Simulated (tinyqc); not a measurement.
Speed against selectivity over temperature: anisotropic wet etching of Si(100): plane rates, V-grooves, membranes and undercut. Computed by tinyqc, a small Python program. Command: `OMP_NUM_THREADS=1 python tinyqc.py 3003814 3003815 out.jsonl wetetch walk`. One thread of a shared host (Intel(R) Xeon(R) Processor @ 2.30GHz), about 0.01 s of CPU time with the checks.

A long slot opens the mask on a (100) wafer. The floor etches at R100; (111) walls stand at theta = arctan(sqrt2) = 54.7356 degrees to the surface and recede at R111 along their normal.

Inputs (values chosen for the exercise, close to those used for tetramethylammonium hydroxide solutions):
```
quantity                            value     unit
prefactor k0 of the (100) rate    7.3e+08   um/min
activation energy of (100), E       0.623       eV
ratio (100)/(111) at 80 C              22        -
extra energy of (111), dE           0.056       eV
ratio (100)/oxide at 80 C            3100        -
extra energy of the oxide, dE_ox     0.25       eV
misalignment of the mask                2  degrees
wafer thickness d                     300       um
membrane thickness wanted              21       um
```

Constants: k_B = 8.617333262e-05 eV/K.

Method:
- R100 = k0 exp(-E/(k_B T)); a ratio given at 80 C scales as exp[(extra energy/k_B)(1/T - 1/353.15 K)]; R111 and R_ox follow by division.
- Temperatures in kelvin are T(C) + 273.15.
- Each row etches to the depth d - membrane; undercut per side = (R111/sin(theta) + R100 sin(misalignment)) x time.

Etching to a fixed depth:
```
T (C)  R100 (um/min)  R100/R111  time (h)  undercut (um)  oxide consumed (nm)
30            0.0321     29.801    144.98         21.203                23.22
40            0.0687     27.829     67.70         22.015                31.52
50            0.1403     26.098     33.14         22.830                41.98
60            0.2747     24.570     16.93         23.645                54.96
70            0.5169     23.212      9.00         24.458                70.84
80            0.9387     22.000      4.95         25.269                90.00
90            1.6495     20.913      2.82         26.076               112.85
100           2.8123     19.934      1.65         26.879               139.79
```

From 30 to 100 C the time falls by a factor 87.7, while the oxide loss grows by 6.02 and the undercut by 1.27: the slower planes and the mask have the higher activation energies, so heat costs selectivity. Misalignment gives 9.74 um of the undercut at any T.
